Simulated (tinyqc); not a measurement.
CCSD on RHF in the sto-6g basis, frozen core, for BeH+, spin multiplicity 1, step by step. One step of it, computed by the program tinyqc.

Question. CCSD: starting amplitudes. t_ij^ab = <ij||ab> / (e_i + e_j - e_a - e_b), whose energy is MP2.

orbital energies (hartree): MO1 -5.102081, MO2 -0.775086, MO3 -0.270044, MO4 -0.154209, MO5 -0.154209, MO6 0.463284

Two-electron integrals over orbitals (pq|rs), unique and non-zero (hartree); the lowest 1 orbital is frozen and left out:
```
p,q,r,s,(pq|rs)
2,2,2,2,0.563540
3,2,2,2,-0.063460
3,2,3,2,0.026224
3,3,2,2,0.321643
3,3,3,2,0.022922
3,3,3,3,0.480155
4,2,4,2,0.042481
4,3,4,2,0.029599
4,3,4,3,0.053271
4,4,2,2,0.379991
4,4,3,2,0.012852
4,4,3,3,0.402658
4,4,4,4,0.450117
5,2,5,2,0.042481
5,3,5,2,0.029599
5,3,5,3,0.053271
5,4,5,4,0.024258
5,5,2,2,0.379991
5,5,3,2,0.012852
5,5,3,3,0.402658
5,5,4,4,0.401601
5,5,5,5,0.450117
6,2,2,2,0.083371
6,2,3,2,-0.043181
6,2,3,3,-0.026333
6,2,4,4,-0.042378
6,2,5,5,-0.042378
6,2,6,2,0.122599
6,3,2,2,-0.056706
6,3,3,2,0.021239
6,3,3,3,0.057542
6,3,4,4,0.010761
6,3,5,5,0.010761
6,3,6,2,-0.040824
6,3,6,3,0.042633
6,4,4,2,-0.030837
6,4,4,3,-0.017228
6,4,6,4,0.028208
6,5,5,2,-0.030837
6,5,5,3,-0.017228
6,5,6,5,0.028208
6,6,2,2,0.549223
6,6,3,2,-0.058933
6,6,3,3,0.354431
6,6,4,4,0.383904
6,6,5,5,0.383904
6,6,6,2,0.108862
6,6,6,3,-0.051286
6,6,6,6,0.579790
```

Give: Starting amplitudes; correlation energy.

Answer.

Starting amplitudes (spin orbitals 1a, 1b, ...; amplitudes related by a flip of all spins are not repeated):
```
from,to,t
2a 2b,6a 6b,-0.050
2a 2b,4a 4b,-0.034
2a 2b,5a 5b,-0.034
2a 2b,3a 3b,-0.026
2a 2b,3a 6b,0.025
```

correlation energy = -0.01180 hartree
